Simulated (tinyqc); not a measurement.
Inside a calculation. Model: isotype n-N heterojunction, non-linear Poisson equation by Newton steps, Fermi-Dirac statistics.

Program tinyqc, `OMP_NUM_THREADS=1 python tinyqc.py 2040101 2040102 out.jsonl`; Intel Xeon 2.30GHz, shared host, one thread, about 0.2 s. Printed values are rounded.

One dimension, material 1 (n-type) at x < 0 and material 2 (n-type) at x > 0. Band edges: Ec = -psi in material 1 and -psi + dEc in material 2, Ev = Ec - Eg. Equilibrium, Fermi level at 0. n = Nc F((EFn - Ec)/Vt), p = Nv F((Ev - EFp)/Vt), with F(eta) = F_1/2(eta) = (2/sqrt(pi)) int_0^infinity sqrt(u) du/(1 + exp(u - eta)) (Fermi-Dirac statistics); full ionisation, no interface charge, classical densities; the doping types are chosen for the exercise. The polarisation charge of real nitride interfaces, of order 1e13 cm^-2, is left out.

Parameters, values chosen for the exercise; band and dielectric values close to those of GaN and AlGaN:

| symbol | value | unit | meaning |
|---|---|---|---|
| T | 300 | K | temperature |
| Eg1 | 3.44 | eV | band gap of material 1 |
| er1 | 9.38 |  | relative permittivity of material 1 |
| Nc1 | 2.3e18 | cm^-3 | conduction-band density of states of material 1 |
| Nv1 | 4.58e19 | cm^-3 | valence-band density of states of material 1 |
| Eg2 | 3.99 | eV | band gap of material 2 |
| er2 | 9.2 |  | relative permittivity of material 2 |
| Nc2 | 3.05e18 | cm^-3 | conduction-band density of states of material 2 |
| Nv2 | 5.96e19 | cm^-3 | valence-band density of states of material 2 |
| dEc | 0.38 | eV | conduction-band offset Ec2 - Ec1 |
| N1 | 4.7e17 | cm^-3 | donor density of material 1 |
| N2 | 1.1e16 | cm^-3 | donor density of material 2 |
| V | 0 | V | bias of side 1 against side 2 |

Constants: q = 1.602176634e-19 C, kB = 1.380649e-23 J/K, Vt = kB T/q, eps0 = 8.8541878128e-14 F/cm where lengths are in cm. Results are converted to the units shown.

## Offsets and end potentials

dEv = Ev1 - Ev2 = Eg2 - Eg1 - dEc. Neutrality of the majority carriers far from the junction: Nc1 F(psi_L/Vt) = N1 and Nc2 F((V + psi_R - dEc)/Vt) = N2. Total bending psi_R - psi_L.

dEv = 0.17 eV
psi_L = -0.0391888 V
psi_R = 0.234615 V
psi_R - psi_L = 0.273804 V

The alignment is straddling (type I): dEc and dEv have the same sign.

## Permittivity of the intervals

x, node 0 to 12 (nm): -46.2  -35.5  -26.5  -18.8  -12.3  -6.71  -2  2  11.3  33  83.4  201  474

er1 or er2; the interface lies midway in its interval, which gets the series value 2 er1 er2/(er1 + er2).

eps_r, interval 0 to 11: 9.38  9.38  9.38  9.38  9.38  9.38  9.28913  9.2  9.2  9.2  9.2  9.2

## Couplings between neighbouring nodes

a_i = eps0 eps_r/h_i for the interval from node i to i + 1, with h_i = x_(i+1) - x_i in cm.

coupling a_i, interval 0 to 11 (F/cm^2): 7.76190e-7  9.22803e-7  1.07860e-6  1.27773e-6  1.48573e-6  1.76332e-6  2.05619e-6  8.75898e-7  3.75385e-7  1.61624e-7  6.92675e-8  2.98383e-8

## Starting potential

material, node 0 to 12: 1  1  1  1  1  1  1  2  2  2  2  2  2

psi_L + (psi_R - psi_L)(1 + tanh(x/s))/2 on the inner nodes with s = 43 nm, psi_L and psi_R on the ends.

psi at the start, node 0 to 12 (V): -0.039189  0.004881  0.022618  0.041402  0.059587  0.076522  0.091350  0.104076  0.132884  0.186075  0.229070  0.234592  0.234615

## Iteration 1: densities, residual and Jacobian diagonal

n_i = Nc F(a_n), a_n = (V - Ec_i)/Vt; p_i = Nv F(a_p), a_p = (Ec_i - Eg)/Vt; rho_i = p_i - n_i + C_i with C = +N1 or +N2; g_i = (Nc F'(a_n) + Nv F'(a_p))/Vt with F' = F_-1/2(eta) = (1/sqrt(pi)) int_0^infinity u^(-1/2) du/(1 + exp(u - eta)). Box widths w_i = (h_(i-1) + h_i)/2 in cm. Residual F_i = a_i (psi_(i+1) - psi_i) - a_(i-1) (psi_i - psi_(i-1)) + q rho_i w_i; Jacobian: a_(i-1) and a_i beside the diagonal, b_i = -a_(i-1) - a_i - q g_i w_i on it. The two end nodes are fixed.

```
node   n (cm^-3)    p (cm^-3)
0         4.7e17  3.38650e-38
1     2.03837e18  6.15772e-39
2     3.33649e18  3.10056e-39
3     5.22999e18  1.49932e-39
4     7.56566e18  7.41973e-40
5     1.01515e19  3.85387e-40
6     1.27105e19  2.17165e-40
7     7.06288e13  2.40719e-43
8     2.15240e14  7.89882e-44
9     1.68432e15  1.00922e-44
10    8.87869e15  1.91294e-45
11    1.09899e16  1.54508e-45
12        1.1e16  1.54365e-45
```

```
node  residual F (C/cm^2)  diagonal b (F/cm^2)
1             -2.65348e-7          -1.12278e-5
2             -3.79593e-7          -1.35635e-5
3             -5.38494e-7          -1.54502e-5
4             -6.85302e-7          -1.64573e-5
5             -7.97855e-7          -1.67495e-5
6             -8.54057e-7          -1.64666e-5
7             2.30204e-10          -2.93238e-6
8             -2.58716e-9          -1.25335e-6
9             -7.63758e-9          -5.74633e-7
10            -3.71169e-9          -6.92632e-7
11           -3.50039e-10          -1.42760e-6
```

## Iteration 1: Newton step

Solve the tridiagonal system a_(i-1) d_(i-1) + b_i d_i + a_i d_(i+1) = -F_i for nodes 1 to 11, with d = 0 on fixed nodes. Each component d is damped to sign(d) Vt ln(1 + |d|/Vt) before it is added.

Newton step d, before damping, node 1 to 11 (V): -0.0263507  -0.0330644  -0.0413119  -0.0501831  -0.0590904  -0.0665332  -0.0667840  -0.0676580  -0.0631778  -0.0202239  -0.0012265
psi after iteration 1, node 0 to 12 (V): -0.039189  -0.013287  0.001323  0.016719  0.031698  0.045769  0.058426  0.071082  0.099647  0.154107  0.214131  0.233393  0.234615

## Iteration 2: densities, residual and Jacobian diagonal

As before.

```
node   n (cm^-3)    p (cm^-3)
0         4.7e17  3.38650e-38
1     1.15356e18  1.24342e-38
2     1.83219e18  7.06614e-39
3     2.85312e18  3.89525e-39
4     4.18438e18  2.18227e-39
5     5.74693e18  1.26627e-39
6     7.40239e18  7.76065e-40
7     1.97105e13  8.62575e-43
8     5.95069e13  2.85710e-43
9     4.89151e14  3.47559e-44
10    4.98385e15  3.40942e-45
11    1.04927e16  1.61838e-45
12        1.1e16  1.54365e-45
```

```
node  residual F (C/cm^2)  diagonal b (F/cm^2)
1             -1.14498e-7          -7.69271e-6
2             -1.79112e-7          -9.43445e-6
3             -2.68559e-7          -1.11716e-5
4             -3.57976e-7          -1.24825e-5
5             -4.33998e-7          -1.32838e-5
6             -4.80002e-7          -1.35728e-5
7             1.67158e-10          -2.93217e-6
8             -1.85940e-9          -1.25185e-6
9             -4.67155e-9          -5.47937e-7
10           -2.70240e-10          -4.90196e-7
11            2.89504e-10          -1.36757e-6
```

## Iteration 2: Newton step

As before.

Newton step d, before damping, node 1 to 11 (V): -0.0177899  -0.0242239  -0.0306048  -0.0369558  -0.0432246  -0.0483644  -0.0487409  -0.0498201  -0.0474609  -0.0162864  -0.0006132
psi after iteration 2, node 0 to 12 (V): -0.039189  -0.026824  -0.015769  -0.003473  0.008749  0.020361  0.031162  0.043687  0.071881  0.127160  0.201500  0.232787  0.234615

## Course of the Newton iteration

Stop when the largest undamped |d| is below 1e-9 V, or after 80 iterations.

Course of the iteration:
```
iteration  largest |F| (C/cm^2)  largest |d| (V)  at node
1                       8.54e-7           0.0677        8
2                       4.80e-7           0.0498        8
3                       2.49e-7           0.0352        8
4                       1.19e-7           0.0248        6
5                       5.04e-8           0.0156        6
6                       1.70e-8          6.96e-3        6
7                       3.30e-9          1.48e-3        6
8                      1.63e-10          6.84e-5        6
9                      3.85e-13          1.44e-7        6
10                     1.87e-18         6.27e-13        6
```

Converged in 10 iterations. Once the step is below 0.1 Vt, 3 more iteration(s) reach the threshold: near the solution the error is roughly squared each time.

## Band edges, densities and displacement

converged psi, node 0 to 12 (V): -0.039189  -0.039159  -0.039047  -0.038652  -0.037502  -0.034593  -0.028199  -0.015089  0.014349  0.075761  0.179170  0.231789  0.234615

Ec, Ev, n and p as defined; D = a_k (psi_(k+1) - psi_k) on the interval that holds the interface.

```
node   Ec (eV)   Ev (eV)   n (cm^-3)    p (cm^-3)
0     0.039189  -3.40081      4.7e17  3.38650e-38
1     0.039159  -3.40084  4.70507e17  3.38259e-38
2     0.039047  -3.40095  4.72410e17  3.36798e-38
3     0.038652  -3.40135  4.79182e17  3.31695e-38
4     0.037502  -3.40250  4.99443e17  3.17255e-38
5     0.034593  -3.40541  5.54265e17  2.83492e-38
6     0.028199  -3.41180  6.94745e17  2.21373e-38
7     0.395089  -3.59491  7.03233e11  2.41767e-41
8     0.365651  -3.62435  2.19598e12  7.74224e-42
9     0.304239  -3.68576  2.36214e13  7.19762e-43
10    0.200830  -3.78917  1.28955e15  1.31823e-44
11    0.148211  -3.84179  9.86213e15  1.72198e-45
12    0.145385  -3.84462      1.1e16  1.54365e-45
```

D = 26.9563 nC/cm^2

## Check against the first integral

Exact first integral: on each side D^2/(2 eps0 er) = G, G = q [Vt (nI_j - nI_b) + Vt (pI_j - pI_b) - C (psi_j - psi_b)], with C = +N1 or +N2, b the neutral end of that side, and nI, pI the densities with F_1/2 replaced by F_3/2(eta) = (4/(3 sqrt(pi))) int_0^infinity u^(3/2) du/(1 + exp(u - eta)). D is continuous, so er1 G1(psi_j) = er2 G2(psi_j) fixes psi_j. Ends from Nc1 F(psi_L/Vt) = N1 and Nc2 F((V + psi_R - dEc)/Vt) = N2. D is counted positive when psi rises towards material 2.

psi_j = -0.0234816 V
D = 25.8222 nC/cm^2
psi_j - psi_L = 0.0157071 V
psi_R - psi_j = 0.258097 V
Ec1 - EFn at the interface = 0.0234816 eV
Ec2 - EFn at the interface = 0.403482 eV

Material 2 takes 94.3 % of the bending. The 13-node mesh gave D = 26.96 nC/cm^2, 4.4 % above the exact value in size.
